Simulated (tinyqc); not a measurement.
Landau-Devonshire theory of a uniaxial ferroelectric: one step, computed by the program tinyqc. Command: `OMP_NUM_THREADS=1 python tinyqc.py 3017203 3017204 out.jsonl ferro walk`. One thread of a shared host (Intel(R) Xeon(R) Processor @ 2.30GHz), about 0.01 s of CPU time with the checks.

G(P) = (alpha/2) P^2 + (beta*/4) P^4 + (gamma/6) P^6 - E P per volume, SI units, one domain, P along the polar axis.

Question. Spontaneous polarisation, susceptibility, coercive field. Ps^2 = [-beta* + sqrt(beta*^2 - 4 alpha gamma)]/(2 gamma). chi = 1/(eps_0 G''), G'' = alpha + 3 beta* P^2 + 5 gamma P^4 at Ps. Ps, chi and the coercive field are for perfect screening, without a depolarising field. The intrinsic coercive field is |alpha P + beta* P^3 + gamma P^5| at the P_c where G'' = 0. 1 C/m^2 = 100 microcoulomb/cm^2.

Inputs (values chosen for the exercise, for a model ferroelectric): Curie-Weiss temperature T0 = 500 K; gamma = 1.35e+09 J m^9/C^6; temperature T = 396 K.

Sample: free crystal.

alpha = -2.485600e+07 J m/C^2

beta* = 6.46e+08 J m^5/C^4

Constants: eps_0 = 8.8541878128e-12 F/m.

Give: spontaneous polarisation Ps; susceptibility chi; well depth G(Ps); P_c; intrinsic coercive field.

Answer.

spontaneous polarisation Ps = 18.92 microcoulomb/cm^2

susceptibility chi = 2124

well depth G(Ps) = -0.2276 MJ/m^3

P_c = 11.09 microcoulomb/cm^2

intrinsic coercive field = 1.853 MV/m

P_c/Ps = 0.586, near the 1/sqrt(3) = 0.577 of a quartic well. Real switching runs by domain nucleation at far lower fields.
